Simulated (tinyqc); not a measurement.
# True capacitance, leakage and series resistance from two frequencies

Problem. A capacitance C in parallel with G and in series with Rs is measured as Cp and D = Gp/(w Cp) at two frequencies. The series reading Cs = Cp (1 + D^2) equals C + G^2/(w^2 C), and Re Z = D/(w Cp (1 + D^2)) = Rs + G/(G^2 + w^2 C^2). Find C, G and Rs.

f (Hz): [1e6, 3e6]
Cp (pF): [8.35251597, 8.35250795]
D: [0.317890325, 0.106887300]

Answer. w^2 Cs = w^2 C + G^2/C is a straight line in w^2 with slope C; the intercept gives G, and the real part then gives Rs.

C = 8.35 pF
G = 16.7 uS
Rs = 6.60 ohm

tinyqc, about 0.01 s, one thread, Intel Xeon 2.30GHz (shared host): `OMP_NUM_THREADS=1 python tinyqc.py 2022201 2022202 out.jsonl`
